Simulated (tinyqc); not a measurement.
Plane-wave Kohn-Sham cycle with exchange-only LDA in a layered model solid, step by step. One step of it, computed by the program tinyqc.

Problem. Iteration 2: Hamiltonian at one k. H(m,m') = (k + G_m)^2/2 delta + V(G_m - G_m'), with V(-G) = V(G).

A solid whose potential varies along x alone (atomic units):
```
parameter                      value
period a                   13.500000
cross-section of the cell  35.000000
electrons per cell                 4
grid points                       16
plane waves -n..n, n               2
k points                           4
V1 in V1 cos(2 pi x/a)     -0.530000
V2 in V2 cos(4 pi x/a)     -0.060000
```

V(G_m), m = 0, 1, 2, ... (hartree): -0.185449  -0.056228  -0.023305  0.001670  -0.001163

k = 0.125000 2 pi / a

Give: H.

Solution.

H (hartree), lower triangle:
```
         -2       -1       +0       +1      +2
-2   0.1953
-1  -0.0562  -0.1025
+0  -0.0233  -0.0562  -0.1838
+1   0.0017  -0.0233  -0.0562  -0.0484
+2  -0.0012   0.0017  -0.0233  -0.0562  0.3036
```
